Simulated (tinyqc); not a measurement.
Inside a calculation: four-band model of biased bilayer graphene near K. Values are carried at full precision from step to step, so a last printed digit may differ when a step is redone from the rounded ones.

Constants: hbar^2/2m0 = 3.80998211 eV angstrom^2.

Values chosen for the exercise (near those used for Bernal bilayer graphene; the results hold for these values, not for the real material): a = 2.46 angstrom (lattice constant); g0 = 3.08 eV (hopping in a layer); g1 = 0.349 eV (hopping of the dimer sites); g3 = 0.27 eV (skew hopping A1-B2); g4 = 0.06 eV (skew hopping A1-A2); U = 0.31 eV (potential difference of the layers); k = (0.004, 0.05) 1/angstrom (wave vector from K).

## Velocities and mass

v_j = (sqrt3/2) a g_j; low-energy mass m/m0 = c g1/v0^2 with c = hbar^2/2m0; crossover wave vector g1/(2 v0).

v0, v3, v4 (eV angstrom): 6.5617  0.5752  0.1278

mass = 0.03088 m0
crossover = 0.02659 1/angstrom

## H at one k

Basis A1, B1, A2, B2, with B1 below A2; p = kx + i ky, v_j = (sqrt3/2) a g_j. Diagonal -U/2, -U/2, U/2, U/2; <A1|B1> = <A2|B2> = v0 p*, <B1|A2> = g1, <A1|B2> = v3 p, <A1|A2> = <B1|B2> = -v4 p*.

Fill in the matrix.

H (eV):
```
                 A1               B1               A2               B2
A1          -0.1550   0.0262-0.3281i  -0.0005+0.0064i   0.0023+0.0288i
B1   0.0262+0.3281i          -0.1550           0.3490  -0.0005+0.0064i
A2  -0.0005-0.0064i           0.3490           0.1550   0.0262-0.3281i
B2   0.0023-0.0288i  -0.0005-0.0064i   0.0262+0.3281i           0.1550
```

## Levels and layer polarisation

Diagonalise; the weight on layer 1 is that of A1 and B1.

levels (eV): -0.6023  -0.1684  0.1772  0.5935

weights:
```
    band 1  band 2  band 3  band 4
A1   0.283   0.358   0.330   0.029
B1   0.513   0.003   0.320   0.165
A2   0.171   0.306   0.002   0.521
B2   0.033   0.333   0.347   0.286
```

weight on layer 1: 0.796  0.361  0.650  0.193

Band 2 has 36 % of its weight on layer 1, the layer of lower potential, and band 3 has 65 %; the dimer sites hold 32 % of band 3. The filled band leans to the upper layer here: at larger k the middle bands approach two displaced cones, each still mixed over both layers by g1, and the top filled one leans to the upper layer.

## The Mexican hat (g3 = g4 = 0)

At K the levels are -/+ U/2 and -/+ sqrt(g1^2 + U^2/4). The smallest gap, U g1/sqrt(U^2 + g1^2), lies on a ring of radius kg = (U/2 v0) sqrt((2 g1^2 + U^2)/(g1^2 + U^2)), v0 = (sqrt3/2) a g0; the height of the hat is U/2 less half that gap.

gap = 0.2318 eV
kg = 0.02949 1/angstrom
height of the hat = 39.11 meV

## Checks

- Gap on the ring from the formula against the matrix: both 0.231770.

Computed by tinyqc, a small Python program: `OMP_NUM_THREADS=1 python tinyqc.py 1481315 1481316 out.jsonl` (the numbers bound the seed that draws the inputs); one thread of a shared host (Intel(R) Xeon(R) Processor @ 2.30GHz), about 0.03 s for the whole set of steps.
